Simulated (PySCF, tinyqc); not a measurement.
Worked calculation: FCI on RHF in the 6-311g basis, for H2, spin multiplicity 1. The lowest restricted solution is unstable here: a spin-polarised one lies 0.0110 hartree lower (PySCF). Computed by tinyqc, a small Python program that keeps every step (integrals from PySCF). Settings: charge = 0, multiplicity = 1, basis = 6-311g, method = RHF, energy threshold = 1e-10, iteration cap = 56, orthogonalisation = symmetric, start = Wolfsberg-Helmholz matrix, DIIS depth = 6, ci = FCI. Command: `OMP_NUM_THREADS=1 python tinyqc.py 22559 22560 out.jsonl` (the two numbers bound the seeds that draw the settings). One thread of a shared host (Intel(R) Xeon(R) Processor @ 2.60GHz), about 0.1 s of CPU time with the checks. Later iterations appear only in the table of the cycle.

## One-electron integrals

Geometry (angstrom):
```
atom,x,y,z
H,0.000000,0.000000,0.000000
H,0.000000,0.000000,1.398000
```

Basis 6-311g: exponents (1/bohr^2) and contraction coefficients of normalised primitives:
```
element,l (shell),exponent,coefficient
H,s (1),33.865000,0.025494
H,s (1),5.094790,0.190373
H,s (1),1.158790,0.852161
H,s (2),0.325840,1.000000
H,s (3),0.102741,1.000000
```

Overlap, kinetic and nuclear-attraction integrals over the contracted functions; the nuclear repulsion is the sum of Za Zb / Rab.

nuclear repulsion = 0.37852447 hartree

overlap S, lower triangle:
```
,1H 1s,1H 2s,1H 3s,2H 1s,2H 2s,2H 3s
1H 1s,1.000000
1H 2s,0.706377,1.000000
1H 3s,0.373664,0.788963,1.000000
2H 1s,0.013040,0.116362,0.192735,1.000000
2H 2s,0.116362,0.320758,0.457399,0.706377,1.000000
2H 3s,0.192735,0.457399,0.698702,0.373664,0.788963,1.000000
```

kinetic energy T (hartree), lower triangle:
```
,1H 1s,1H 2s,1H 3s,2H 1s,2H 2s,2H 3s
1H 1s,2.304348
1H 2s,0.549119,0.488760
1H 3s,0.106346,0.184881,0.154112
2H 1s,-0.040517,-0.018201,0.030632,2.304348
2H 2s,-0.018201,0.037932,0.068229,0.549119,0.488760
2H 3s,0.030632,0.068229,0.081941,0.106346,0.184881,0.154112
```

nuclear attraction V (hartree), lower triangle:
```
,1H 1s,1H 2s,1H 3s,2H 1s,2H 2s,2H 3s
1H 1s,-2.489621
1H 2s,-1.328106,-1.288458
1H 3s,-0.656432,-0.877138,-0.855823
2H 1s,-0.019929,-0.203766,-0.339294,-2.489621
2H 2s,-0.203766,-0.421771,-0.532875,-1.328106,-1.288458
2H 3s,-0.339294,-0.532875,-0.637800,-0.656432,-0.877138,-0.855823
```

core Hamiltonian H = T + V (hartree), lower triangle:
```
,1H 1s,1H 2s,1H 3s,2H 1s,2H 2s,2H 3s
1H 1s,-0.185273
1H 2s,-0.778987,-0.799698
1H 3s,-0.550086,-0.692257,-0.701711
2H 1s,-0.060446,-0.221967,-0.308662,-0.185273
2H 2s,-0.221967,-0.383839,-0.464646,-0.778987,-0.799698
2H 3s,-0.308662,-0.464646,-0.555859,-0.550086,-0.692257,-0.701711
```

## Two-electron integrals

Functions are numbered as in S; the eight-fold symmetry (ij|kl) = (ji|kl) = (kl|ij) leaves the list below.

Two-electron integrals (ij|kl) in chemists' order, unique and non-zero (hartree):
```
i,j,k,l,(ij|kl)
1,1,1,1,1.393035
2,1,1,1,0.822971
2,1,2,1,0.509703
2,2,1,1,0.822904
2,2,2,1,0.543028
2,2,2,2,0.644106
3,1,1,1,0.411256
3,1,2,1,0.257757
3,1,2,2,0.279868
3,1,3,1,0.130794
3,2,1,1,0.543681
3,2,2,1,0.365771
3,2,2,2,0.452669
3,2,3,1,0.189803
3,2,3,2,0.325140
3,3,1,1,0.494021
3,3,2,1,0.340115
3,3,2,2,0.445993
3,3,3,1,0.178035
3,3,3,2,0.331779
3,3,3,3,0.361682
4,1,1,1,0.009577
4,1,2,1,0.006509
4,1,2,2,0.008075
4,1,3,1,0.003384
4,1,3,2,0.005756
4,1,3,3,0.005754
4,1,4,1,0.000205
4,2,1,1,0.055571
4,2,2,1,0.039006
4,2,2,2,0.053158
4,2,3,1,0.020557
4,2,3,2,0.040107
4,2,3,3,0.044083
4,2,4,1,0.001387
4,2,4,2,0.013494
4,3,1,1,0.078939
4,3,2,1,0.055619
4,3,2,2,0.077221
4,3,3,1,0.029374
4,3,3,2,0.059244
4,3,3,3,0.067515
4,3,4,1,0.001921
4,3,4,2,0.021009
4,3,4,3,0.034679
4,4,1,1,0.378513
4,4,2,1,0.267312
4,4,2,2,0.375997
4,4,3,1,0.141367
4,4,3,2,0.291856
4,4,3,3,0.339927
4,4,4,1,0.009577
4,4,4,2,0.121492
4,4,4,3,0.209191
4,4,4,4,1.393035
5,1,1,1,0.121492
5,1,2,1,0.077005
5,1,2,2,0.085101
5,1,3,1,0.039201
5,1,3,2,0.058079
5,1,3,3,0.054915
5,1,4,1,0.001387
5,1,4,2,0.008304
5,1,4,3,0.011595
5,1,4,4,0.055571
5,1,5,1,0.013494
5,2,1,1,0.200671
5,2,2,1,0.136595
5,2,2,2,0.173314
5,2,3,1,0.071172
5,2,3,2,0.126027
5,2,3,3,0.131055
5,2,4,1,0.003362
5,2,4,2,0.026105
5,2,4,3,0.038950
5,2,4,4,0.200671
5,2,5,1,0.026105
5,2,5,2,0.066269
5,3,1,1,0.208809
5,3,2,1,0.144966
5,3,2,2,0.193877
5,3,3,1,0.076119
5,3,3,2,0.145794
5,3,3,3,0.161736
5,3,4,1,0.003826
5,3,4,2,0.034763
5,3,4,3,0.055581
5,3,4,4,0.300136
5,3,5,1,0.028017
5,3,5,2,0.080870
5,3,5,3,0.109281
5,4,1,1,0.267312
5,4,2,1,0.188670
5,4,2,2,0.264378
5,4,3,1,0.099739
5,4,3,2,0.204620
5,4,3,3,0.237711
5,4,4,1,0.006509
5,4,4,2,0.077005
5,4,4,3,0.131476
5,4,4,4,0.822971
5,4,5,1,0.039006
5,4,5,2,0.136595
5,4,5,3,0.202823
5,4,5,4,0.509703
5,5,1,1,0.375997
5,5,2,1,0.264378
5,5,2,2,0.366051
5,5,3,1,0.139524
5,5,3,2,0.281479
5,5,3,3,0.325624
5,5,4,1,0.008075
5,5,4,2,0.085101
5,5,4,3,0.143406
5,5,4,4,0.822904
5,5,5,1,0.053158
5,5,5,2,0.173314
5,5,5,3,0.253638
5,5,5,4,0.543028
5,5,5,5,0.644106
6,1,1,1,0.209191
6,1,2,1,0.131476
6,1,2,2,0.143406
6,1,3,1,0.066770
6,1,3,2,0.097421
6,1,3,3,0.091582
6,1,4,1,0.001921
6,1,4,2,0.011595
6,1,4,3,0.016437
6,1,4,4,0.078939
6,1,5,1,0.021009
6,1,5,2,0.038950
6,1,5,3,0.041688
6,1,5,4,0.055619
6,1,5,5,0.077221
6,1,6,1,0.034679
6,2,1,1,0.300136
6,2,2,1,0.202823
6,2,2,2,0.253638
6,2,3,1,0.105418
6,2,3,2,0.183235
6,2,3,3,0.188835
6,2,4,1,0.003826
6,2,4,2,0.028017
6,2,4,3,0.041688
6,2,4,4,0.208809
6,2,5,1,0.034763
6,2,5,2,0.080870
6,2,5,3,0.096153
6,2,5,4,0.144966
6,2,5,5,0.193877
6,2,6,1,0.055581
6,2,6,2,0.109281
6,3,1,1,0.310251
6,3,2,1,0.214690
6,3,2,2,0.285475
6,3,3,1,0.112607
6,3,3,2,0.214375
6,3,3,3,0.238386
6,3,4,1,0.004465
6,3,4,2,0.037707
6,3,4,3,0.059668
6,3,4,4,0.310251
6,3,5,1,0.037707
6,3,5,2,0.099953
6,3,5,3,0.131509
6,3,5,4,0.214690
6,3,5,5,0.285475
6,3,6,1,0.059668
6,3,6,2,0.131509
6,3,6,3,0.176568
6,4,1,1,0.141367
6,4,2,1,0.099739
6,4,2,2,0.139524
6,4,3,1,0.052715
6,4,3,2,0.107870
6,4,3,3,0.125208
6,4,4,1,0.003384
6,4,4,2,0.039201
6,4,4,3,0.066770
6,4,4,4,0.411256
6,4,5,1,0.020557
6,4,5,2,0.071172
6,4,5,3,0.105418
6,4,5,4,0.257757
6,4,5,5,0.279868
6,4,6,1,0.029374
6,4,6,2,0.076119
6,4,6,3,0.112607
6,4,6,4,0.130794
6,5,1,1,0.291856
6,5,2,1,0.204620
6,5,2,2,0.281479
6,5,3,1,0.107870
6,5,3,2,0.215892
6,5,3,3,0.249722
6,5,4,1,0.005756
6,5,4,2,0.058079
6,5,4,3,0.097421
6,5,4,4,0.543681
6,5,5,1,0.040107
6,5,5,2,0.126027
6,5,5,3,0.183235
6,5,5,4,0.365771
6,5,5,5,0.452669
6,5,6,1,0.059244
6,5,6,2,0.145794
6,5,6,3,0.214375
6,5,6,4,0.189803
6,5,6,5,0.325140
6,6,1,1,0.339927
6,6,2,1,0.237711
6,6,2,2,0.325624
6,6,3,1,0.125208
6,6,3,2,0.249722
6,6,3,3,0.291050
6,6,4,1,0.005754
6,6,4,2,0.054915
6,6,4,3,0.091582
6,6,4,4,0.494021
6,6,5,1,0.044083
6,6,5,2,0.131055
6,6,5,3,0.188835
6,6,5,4,0.340115
6,6,5,5,0.445993
6,6,6,1,0.067515
6,6,6,2,0.161736
6,6,6,3,0.238386
6,6,6,4,0.178035
6,6,6,5,0.331779
6,6,6,6,0.361682
```

## Orthogonalisation

S = U s U^T; symmetric (Loewdin) form X = U s^(-1/2) U^T, so that X^T S X = 1.

eigenvalues of S: 0.067032  0.127440  0.359710  0.704031  1.540757  3.201030

X, lower triangle:
```
,1H 1s,1H 2s,1H 3s,2H 1s,2H 2s,2H 3s
1H 1s,1.371267
1H 2s,-0.741458,2.096705
1H 3s,0.201449,-0.997624,1.975687
2H 1s,0.007752,0.048422,-0.056399,1.371267
2H 2s,0.048422,-0.177157,0.155125,-0.741458,2.096705
2H 3s,-0.056399,0.155125,-0.722309,0.201449,-0.997624,1.975687
```

## Starting guess

The start is the generalised Wolfsberg-Helmholz matrix (K = 1.75) built on H; D = 2 C_occ C_occ^T.

D at the start, lower triangle:
```
,1H 1s,1H 2s,1H 3s,2H 1s,2H 2s,2H 3s
1H 1s,0.047879
1H 2s,-0.117918,0.290408
1H 3s,-0.092095,0.226812,0.177143
2H 1s,0.047879,-0.117918,-0.092095,0.047879
2H 2s,-0.117918,0.290408,0.226812,-0.117918,0.290408
2H 3s,-0.092095,0.226812,0.177143,-0.092095,0.226812,0.177143
```

## Iteration 1: building the Fock matrix

J_ij = sum D_kl (ij|kl), K_ij = sum D_kl (ik|jl); F = H + J - 0.5 K; E = tr D H + tr D J / 2 - 0.25 tr D K + E_nn.

Coulomb J (hartree), lower triangle:
```
,1H 1s,1H 2s,1H 3s,2H 1s,2H 2s,2H 3s
1H 1s,0.964254
1H 2s,0.669199,0.885149
1H 3s,0.350997,0.659239,0.718800
2H 1s,0.014215,0.118326,0.186251,0.964254
2H 2s,0.118326,0.310934,0.404625,0.669199,0.885149
2H 3s,0.186251,0.404625,0.532304,0.350997,0.659239,0.718800
```

exchange K (hartree), lower triangle:
```
,1H 1s,1H 2s,1H 3s,2H 1s,2H 2s,2H 3s
1H 1s,0.181281
1H 2s,0.308298,0.595622
1H 3s,0.283809,0.587562,0.615398
2H 1s,0.087059,0.204099,0.236520,0.181281
2H 2s,0.204099,0.457153,0.516755,0.308298,0.595622
2H 3s,0.236520,0.516755,0.575115,0.283809,0.587562,0.615398
```

Fock matrix F (hartree), lower triangle:
```
,1H 1s,1H 2s,1H 3s,2H 1s,2H 2s,2H 3s
1H 1s,0.688341
1H 2s,-0.263937,-0.212361
1H 3s,-0.340994,-0.326799,-0.290611
2H 1s,-0.089760,-0.205690,-0.240671,0.688341
2H 2s,-0.205690,-0.301482,-0.318398,-0.263937,-0.212361
2H 3s,-0.240671,-0.318398,-0.311112,-0.340994,-0.326799,-0.290611
```

total energy of this density = -0.63222621 hartree

## Iteration 1: diagonalisation and new density

Diagonalise F' = X^T F X, C = X C', fill 1 alpha and 1 beta electrons from the bottom; D = 2 C_occ C_occ^T. Each column has its largest component positive (the first on a tie).

F' = X^T F X (hartree), lower triangle:
```
,1,2,3,4,5,6
1,1.617734
2,-1.080672,0.834122
3,0.020943,-0.397389,0.117592
4,0.055801,-0.025099,-0.096115,1.617734
5,-0.025099,-0.209962,-0.035272,-1.080672,0.834122
6,-0.096115,-0.035272,-0.149104,0.020943,-0.397389,0.117592
```

orbital energies (hartree): MO1 -0.464464, MO2 0.007785, MO3 0.345889, MO4 0.428711, MO5 2.384759, MO6 2.436216

coefficients C:
```
,MO1,MO2,MO3,MO4,MO5,MO6
1H 1s,0.103675,0.135840,0.064992,-0.105967,-1.089286,-1.115842
1H 2s,0.272804,0.218879,0.973707,-1.057540,1.189478,1.547674
1H 3s,0.272981,0.893523,-0.923695,1.638567,-0.472407,-0.924102
2H 1s,0.103675,-0.135840,0.064992,0.105967,-1.089286,1.115842
2H 2s,0.272804,-0.218879,0.973707,1.057540,1.189478,-1.547674
2H 3s,0.272981,-0.893523,-0.923695,-1.638567,-0.472407,0.924102
```

D after iteration 1, lower triangle:
```
,1H 1s,1H 2s,1H 3s,2H 1s,2H 2s,2H 3s
1H 1s,0.021497
1H 2s,0.056566,0.148845
1H 3s,0.056602,0.148941,0.149037
2H 1s,0.021497,0.056566,0.056602,0.021497
2H 2s,0.056566,0.148845,0.148941,0.056566,0.148845
2H 3s,0.056602,0.148941,0.149037,0.056602,0.148941,0.149037
```

## Iteration 6 (converged): orbitals

converged F (hartree), lower triangle:
```
,1H 1s,1H 2s,1H 3s,2H 1s,2H 2s,2H 3s
1H 1s,0.718717
1H 2s,-0.287134,-0.187252
1H 3s,-0.376282,-0.295383,-0.238687
2H 1s,-0.149633,-0.260454,-0.281602,0.718717
2H 2s,-0.260454,-0.310843,-0.301623,-0.287134,-0.187252
2H 3s,-0.281602,-0.301623,-0.267938,-0.376282,-0.295383,-0.238687
```

As before.

F' = X^T F X (hartree), lower triangle:
```
,1,2,3,4,5,6
1,1.708831
2,-1.152010,0.904219
3,-0.010737,-0.376185,0.149102
4,0.027010,-0.064185,-0.126532,1.708831
5,-0.064185,-0.206152,-0.020952,-1.152010,0.904219
6,-0.126532,-0.020952,-0.131099,-0.010737,-0.376185,0.149102
```

orbital energies (hartree): MO1 -0.456871, MO2 0.045453, MO3 0.365147, MO4 0.464034, MO5 2.543635, MO6 2.562907

coefficients C:
```
,MO1,MO2,MO3,MO4,MO5,MO6
1H 1s,0.139624,0.132007,0.045858,-0.096445,-1.086241,-1.117165
1H 2s,0.289540,0.168438,0.972170,-1.088068,1.186776,1.532752
1H 3s,0.236438,0.968819,-0.942837,1.608577,-0.453932,-0.900621
2H 1s,0.139624,-0.132007,0.045858,0.096445,-1.086241,1.117165
2H 2s,0.289540,-0.168438,0.972170,1.088068,1.186776,-1.532752
2H 3s,0.236438,-0.968819,-0.942837,-1.608577,-0.453932,0.900621
```

D after iteration 6, lower triangle:
```
,1H 1s,1H 2s,1H 3s,2H 1s,2H 2s,2H 3s
1H 1s,0.038990
1H 2s,0.080854,0.167667
1H 3s,0.066025,0.136916,0.111806
2H 1s,0.038990,0.080854,0.066025,0.038990
2H 2s,0.080854,0.167667,0.136916,0.080854,0.167667
2H 3s,0.066025,0.136916,0.111806,0.066025,0.136916,0.111806
```

## Convergence

Stop when the energy changes by less than 1e-10 hartree and every element of the error matrix X^T (F D S - S D F) X is below 3e-06.

Course of the cycle:
```
iteration,E (hartree),change,largest element of the error matrix
1,-0.63222621,-,4.50e-01
2,-1.01031528,-3.78e-01,6.39e-02
3,-1.01898435,-8.67e-03,3.52e-03
4,-1.01902574,-4.14e-05,3.86e-04
5,-1.01902649,-7.44e-07,1.06e-06
6,-1.01902649,-4.96e-12,4.66e-07
```

PySCF RHF in the same basis = -1.01902649 hartree

Converged in 6 iterations.

## Populations, bond orders and dipole

Mulliken: Z minus the diagonal of D S on the atom; Loewdin: the same with S^(1/2) D S^(1/2); Mayer order: 2 sum_s sum (D(s) S)_ij (D(s) S)_ji over the two atoms.

Charges (e):
```
atom,Mulliken,Loewdin
1H,0,0.000000
2H,0,0
```

Mayer bond orders:
```
pair,order
2-1,1.000000
```

dipole moment about the origin, x y z (debye): 0.000000  0.000000  0.000000

## Integrals over molecular orbitals

(pq|rs) = sum C_ip C_jq C_kr C_ls (ij|kl), one index at a time.

one-electron integrals over orbitals h = C^T H C (hartree), lower triangle:
```
,1,2,3,4,5,6
1,-0.940680
2,0.000000,-0.623360
3,-0.099799,0.000000,-0.262324
4,0.000000,0.178235,0.000000,-0.232277
5,0.033813,0.000000,0.108981,0.000000,1.528670
6,0.000000,0.033913,0.000000,-0.149403,0.000000,1.598228
```

Two-electron integrals over orbitals (pq|rs), unique and non-zero (hartree):
```
p,q,r,s,(pq|rs)
1,1,1,1,0.483810
2,1,2,1,0.113041
2,2,1,1,0.390927
2,2,2,2,0.352430
3,1,1,1,0.099799
3,1,2,2,0.061882
3,1,3,1,0.049701
3,2,2,1,0.018095
3,2,3,2,0.025837
3,3,1,1,0.338586
3,3,2,2,0.294997
3,3,3,1,0.040556
3,3,3,3,0.277532
4,1,2,1,-0.076520
4,1,3,2,-0.032817
4,1,4,1,0.071886
4,2,1,1,-0.127378
4,2,2,2,-0.081707
4,2,3,1,-0.054478
4,2,3,3,-0.057262
4,2,4,2,0.071472
4,3,2,1,-0.080103
4,3,3,2,-0.006175
4,3,4,1,0.049851
4,3,4,3,0.064294
4,4,1,1,0.384098
4,4,2,2,0.335242
4,4,3,1,0.068319
4,4,3,3,0.289047
4,4,4,2,-0.084209
4,4,4,4,0.331213
5,1,1,1,-0.033813
5,1,2,2,-0.027895
5,1,3,1,-0.027998
5,1,3,3,-0.014794
5,1,4,2,0.033498
5,1,4,4,-0.038532
5,1,5,1,0.059935
5,2,2,1,-0.035136
5,2,3,2,-0.021232
5,2,4,1,0.039826
5,2,4,3,0.028795
5,2,5,2,0.042647
5,3,1,1,-0.068490
5,3,2,2,-0.050746
5,3,3,1,-0.032240
5,3,3,3,-0.030681
5,3,4,2,0.040591
5,3,4,4,-0.054145
5,3,5,1,0.038799
5,3,5,3,0.034966
5,4,2,1,0.056149
5,4,3,2,0.030105
5,4,4,1,-0.057696
5,4,4,3,-0.039232
5,4,5,2,-0.050461
5,4,5,4,0.066301
5,5,1,1,0.537450
5,5,2,2,0.428204
5,5,3,1,0.136060
5,5,3,3,0.361260
5,5,4,2,-0.170689
5,5,4,4,0.434311
5,5,5,1,-0.107337
5,5,5,3,-0.120645
5,5,5,5,0.706760
6,1,2,1,-0.026742
6,1,3,2,-0.024045
6,1,4,1,0.038544
6,1,4,3,0.023699
6,1,5,2,0.046339
6,1,5,4,-0.053744
6,1,6,1,0.054139
6,2,1,1,-0.030328
6,2,2,2,-0.011337
6,2,3,1,-0.026689
6,2,3,3,-0.011994
6,2,4,2,0.026509
6,2,4,4,-0.027965
6,2,5,1,0.043413
6,2,5,3,0.028311
6,2,5,5,-0.089476
6,2,6,2,0.041412
6,3,2,1,-0.038314
6,3,3,2,-0.020489
6,3,4,1,0.040198
6,3,4,3,0.025738
6,3,5,2,0.032251
6,3,5,4,-0.043513
6,3,6,1,0.035054
6,3,6,3,0.030394
6,4,1,1,0.093974
6,4,2,2,0.060180
6,4,3,1,0.046659
6,4,3,3,0.044203
6,4,4,2,-0.055288
6,4,4,4,0.069701
6,4,5,1,-0.052475
6,4,5,3,-0.045161
6,4,5,5,0.167160
6,4,6,2,-0.044249
6,4,6,4,0.065558
6,5,2,1,0.158549
6,5,3,2,0.050994
6,5,4,1,-0.133153
6,5,4,3,-0.114305
6,5,5,2,-0.100653
6,5,5,4,0.136401
6,5,6,1,-0.100545
6,5,6,3,-0.091723
6,5,6,5,0.325626
6,6,1,1,0.509409
6,6,2,2,0.419193
6,6,3,1,0.123318
6,6,3,3,0.348044
6,6,4,2,-0.156419
6,6,4,4,0.419664
6,6,5,1,-0.103329
6,6,5,3,-0.114373
6,6,5,5,0.667005
6,6,6,2,-0.078742
6,6,6,4,0.153705
6,6,6,6,0.638230
```

## FCI: determinants and Hamiltonian

Hartree-Fock energy = -1.01902649 hartree

Slater-Condon rules over spin orbitals, with the nuclear repulsion added and E(HF) subtracted on the diagonal. Only determinants linked to the reference directly or through others are kept (one block of an abelian symmetry group), so some states are absent.

Occupation strings over the orbitals (2 doubly, a alpha, b beta, 0 empty; spin orbitals ordered 1a 1b 2a 2b ...): 200000 a0b000 a000b0 b0a000 b000a0 020000 0a0b00 0a000b 002000 00a0b0 0b0a00 000200 000a0b 00b0a0 000020 0b000a 000b0a 000002

H - E(HF) between determinants (hartree), lower triangle:
```
,200000,a0b000,a000b0,b0a000,b000a0,020000,0a0b00,0a000b,002000,00a0b0,0b0a00,000200,000a0b,00b0a0,000020,0b000a,000b0a,000002
200000,0.000000
a0b000,0.000000,0.533132
a000b0,0.000000,0.040491,2.522991
b0a000,0.000000,-0.049701,0.027998,0.533132
b000a0,0.000000,0.027998,-0.059935,0.040491,2.522991
020000,0.113041,0.018095,-0.035136,-0.018095,0.035136,0.503260
0a0b00,-0.076520,-0.080103,0.056149,0.032817,-0.039826,0.096528,0.877156
0a000b,-0.026742,-0.038314,0.158549,0.024045,-0.046339,0.022576,-0.089223,2.791611
002000,0.049701,-0.059243,-0.032240,0.059243,0.032240,0.025837,-0.006175,-0.020489,1.150434
00a0b0,-0.027998,-0.032240,0.036261,-0.019019,-0.038799,-0.021232,0.030105,0.050994,0.078300,3.025157
0b0a00,0.076520,0.032817,-0.039826,-0.080103,0.056149,-0.096528,-0.071472,-0.026509,0.006175,-0.028795,0.877156
000200,0.071886,0.049851,-0.057696,-0.049851,0.057696,0.071472,0.094026,-0.055288,0.064294,-0.039232,-0.094026,1.264210
000a0b,0.038544,0.040198,-0.133153,-0.023699,0.053744,0.026509,-0.055288,0.021816,0.025738,-0.114305,-0.005948,-0.079703,3.183166
00b0a0,0.027998,-0.019019,-0.038799,-0.032240,0.036261,0.021232,-0.028795,-0.032251,-0.078300,-0.034966,0.030105,0.039232,0.043513,3.025157
000020,0.059935,0.038799,-0.073525,-0.038799,0.073525,0.042647,-0.050461,-0.100653,0.034966,-0.011664,0.050461,0.066301,0.136401,0.011664,5.161651
0b000a,0.026742,0.024045,-0.046339,-0.038314,0.158549,-0.022576,-0.026509,-0.041412,0.020489,-0.032251,-0.089223,0.055288,0.044249,0.050994,0.100653,2.791611
000b0a,-0.038544,-0.023699,0.053744,0.040198,-0.133153,-0.026509,-0.005948,0.044249,-0.025738,0.043513,-0.055288,0.079703,-0.065558,-0.114305,-0.136401,0.021816,3.183166
000002,0.054139,0.035054,-0.100545,-0.035054,0.100545,0.041412,-0.044249,-0.044829,0.030394,-0.091723,0.044249,0.065558,0.004302,0.091723,0.325626,0.044829,-0.004302,5.232237
```

## FCI: roots

Diagonalise (each vector has its largest component positive (the first on a tie)); all determinants have Ms = 0, so triplets appear too. The lowest singlet root is the correlation energy.

lowest roots of this matrix, relative to E(HF) (hartree): -0.051257  0.459487  0.472595  0.555871  0.804370  0.961999  1.138488  1.334682

lowest vectors:
```
,root 1,root 2,root 3,root 4
200000,0.959584,0.242929,0.000000,0.080383
a0b000,0.029988,-0.375241,0.698765,0.546881
a000b0,-0.010679,0.023933,-0.025594,-0.003789
b0a000,-0.029988,0.375241,0.698765,-0.546881
b000a0,0.010679,-0.023933,-0.025594,0.003789
020000,-0.225595,0.743587,0.000000,0.586132
0a0b00,0.104260,-0.211593,0.103693,0.069088
0a000b,0.012574,-0.023353,0.010868,0.008157
002000,-0.027814,-0.117153,0.000000,0.100763
00a0b0,0.004489,0.015153,0.013993,-0.000892
0b0a00,-0.104260,0.211593,0.103693,-0.069088
000200,-0.056216,0.020052,0.000000,-0.174808
000a0b,-0.009622,-0.001277,-0.002624,-0.024492
00b0a0,-0.004489,-0.015153,0.013993,0.000892
000020,-0.005660,-0.007323,0.000000,-0.009997
0b000a,-0.012574,0.023353,0.010868,-0.008157
000b0a,0.009622,0.001277,-0.002624,0.024492
000002,-0.005531,-0.005494,0.000000,-0.010517
```

<S^2> of these roots: 0.000000  0.000000  2.000000  0.000000  2.000000  0.000000  0.000000  0.000000

weight of the ground state by excitation level 0, 1, 2, ...: 0.920802  0.002027  0.077172
